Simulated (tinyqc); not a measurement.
Comparisons within one model: Wannier function of the lower band of a two-orbital chain. A value that a table varies takes the place of the one given here.

H(k) = [[-d/2 - 2 ta cos k, -t1 - t2 exp(-ik)], [-t1 - t2 exp(ik), d/2 - 2 tb cos k]], k in 1/a, Bloch sums with exp(ikR) and without the positions inside the cell. Mesh k_j = 2 pi j/N. Projection gauge: each lower eigenvector u is multiplied by the phase that makes <trial|u> real and positive (the one-band case of Loewdin orthogonalisation). Wannier amplitudes w(R) = (1/N) sum_k exp(ikR) u(k); hoppings H(R) = (1/N) sum_k exp(-ikR) E(k).

Parameters, chosen for this exercise:
```
symbol  value  unit     meaning
d       -0.89  eV       A at -d/2, B at +d/2
t1      2.27   eV       A-B in the cell
t2      1.66   eV       B to A of the next cell
ta      0.32   eV       A-A between cells
tb      -0.02  eV       B-B between cells
xb      0.31   a        position of B (A at 0)
th      45     degrees  trial orbital cos(th) A + sin(th) B in cell 0
```

## Convergence with the mesh

Centre and Omega_I from overlaps M_j = u_j^+ diag(1, exp(-i b xb)) u_(j+1), b = 2 pi/N: centre -(1/2 pi) sum arg M, Omega_I = (1/(N b^2)) sum (1 - |M|^2). Largest error of the Fourier interpolation on 41 points from 0 to pi.

Mesh:
```
N,centre (a),Omega_I (a^2),H(1) (eV),largest error (meV)
3,0.23537,0.05917,-0.75191,529.630
4,0.25786,0.06387,-0.88431,129.704
6,0.26556,0.08212,-0.85662,45.749
8,0.26892,0.09283,-0.85266,17.739
12,0.27159,0.10307,-0.85169,4.240
16,0.27258,0.10719,-0.85163,0.991
24,0.27329,0.11026,-0.85162,0.070
```

How do the results move?

The interpolation error falls exponentially, from 129.7 meV at N = 4 to 4.240 at N = 12, because the hoppings decay exponentially for an isolated band (smallest gap 1.99 eV). Omega_I carries a finite-difference error and converges as a power: against the value 0.11287 on 400 points it is off by -0.00980 at N = 12 and -0.00261 at N = 24, an exponent of 1.91, near the limit 2.

## Choice of the trial orbital

N = 16. Centre, Omega_I and Omega_D from overlaps (b = 2 pi/N, M_j = u_j^+ diag(1, exp(-i b xb)) u_(j+1); Omega_D = (1/(N b^2)) sum (arg M_j + b centre)^2).

Trial angle:
```
th (deg),smallest projection,centre (a),Omega_I (a^2),Omega_D (a^2)
0,0.324,0.2726,0.10719,0.37582
15,0.558,0.2726,0.10719,0.14596
30,0.754,0.2726,0.10719,0.06107
45,0.894,0.2726,0.10719,0.02225
60,0.932,0.2726,0.10719,0.00430
75,0.872,0.2726,0.10719,0.00037
90,0.716,0.2726,0.10719,0.01236
```

How do the results move?

Omega_I is the same for all. Omega_D is smallest at 75 degrees (0.00037) and largest at 0 (0.37582). The centre does not move.

## Centre against ionicity

N = 24, d varied. Overlaps M_j = u_j^+ diag(1, exp(-i b xb)) u_(j+1), b = 2 pi/N; centre -(1/2 pi) sum arg M_j folded into [0, 1); Omega_I = (1/(N b^2)) sum (1 - |M_j|^2); charge moved is -2 times the shift of the centre from its value at d = 0 (a doubly filled band); weight on A averaged over the mesh.

Against d:
```
d (eV),centre (a),charge moved (e),weight on A,Omega_I (a^2)
-6.0,0.3125,-0.1799,0.125,0.0295
-3.0,0.3069,-0.1688,0.231,0.0585
-1.5,0.2901,-0.1352,0.324,0.0901
-0.5,0.2560,-0.0670,0.412,0.1259
0.0,0.2225,0.0000,0.467,0.1464
0.5,0.1745,0.0961,0.530,0.1584
1.5,0.0778,0.2895,0.652,0.1275
3.0,0.0209,0.4033,0.771,0.0689
6.0,0.0016,0.4418,0.884,0.0288
```

How do the results move?

For large positive d the function sits on A (centre 0.002) and for large negative d on B at 0.31 (centre 0.313); at d = 0 it lies at 0.223, on the bond inside the cell, the stronger one. Among these rows the spread is largest at d = 0.5 eV.

## What each parameter does

N = 24: centre (folded into [0, 1)) and Omega_I from overlaps M_j = u_j^+ diag(1, exp(-i b xb)) u_(j+1), b = 2 pi/N: centre = -(1/2 pi) Im ln prod M_j, Omega_I = mean(1 - |M_j|^2)/b^2; and the first two hoppings H(R). Each row changes one parameter from the base and keeps the others.

Results:
```
case,centre (a),Omega_I (a^2),H(1) (eV),H(2) (eV)
base,0.2733,0.1103,-0.8516,0.0942
d = -0.59 eV,0.2606,0.1221,-0.8736,0.1029
t1 = 2.42 eV,0.2573,0.1001,-0.8660,0.0936
t2 = 1.56 eV,0.2615,0.0982,-0.8157,0.0849
ta = 0.42 eV,0.2804,0.1064,-0.8860,0.0848
xb = 0.36 a,0.3047,0.1143,-0.8516,0.0942
th = 55 degrees,0.2733,0.1103,-0.8516,0.0942
```

What does this show?

The largest shifts from the base row, up to three for each result and ties (the steps differ in size, so this ranks the rows, not the parameters). centre (a): xb +0.0314, t1 -0.0160, d -0.0127; unchanged at the printed digits by th. Omega_I (a^2): t2 -0.0120, d +0.0119, t1 -0.0101; unchanged at the printed digits by th. H(1) (eV): t2 +0.0360, ta -0.0344, d -0.0220; unchanged at the printed digits by xb and th. H(2) (eV): ta -0.0094, t2 -0.0093, d +0.0087; unchanged at the printed digits by xb and th. The trial angle is a choice of gauge and moves none of these; xb enters the position operator alone, so it leaves the hoppings.

Run: tinyqc, `OMP_NUM_THREADS=1 python tinyqc.py 1450918 1450919 out.jsonl`; Intel(R) Xeon(R) Processor @ 2.30GHz, one thread, shared host; about 0.1 s of CPU time with all checks.
